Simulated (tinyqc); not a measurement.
# Film and buried-oxide thickness from two coupling ratios

Inverse problem. In a depleted film -dVT/dVb is k1 = Cs Cbox/(Cox (Cs + Cbox)) for a front channel and k2 = Cbox (Cox + Cs)/(Cox Cs) for a back channel, with Cox = eps0 eox/tox, Cs = eps0 eps_r/ts, Cbox = 3.9 eps0/tb. Find ts and tb.

Values chosen for this exercise; band and dielectric values close to those of silicon: relative permittivity eps_r = 11.8; relative permittivity of the gate insulator (close to silicon dioxide) eox = 3.9; insulator thickness tox = 1.6 nm.

coupling ratios for a front and a back channel: [0.020993406, 0.051546038]

Solution. With y = Cox/Cs and z = Cox/Cbox, 1/k1 = y + z and k2 = (1 + y)/z, so y = (k2/k1 - 1)/(1 + k2); the thicknesses follow from y and z.

ts = 6.70 nm
tb = 74.0 nm

Numbers from tinyqc (`OMP_NUM_THREADS=1 python tinyqc.py 2190064 2190065 out.jsonl`; about 0.4 s on one thread of a shared Intel Xeon 2.30GHz).
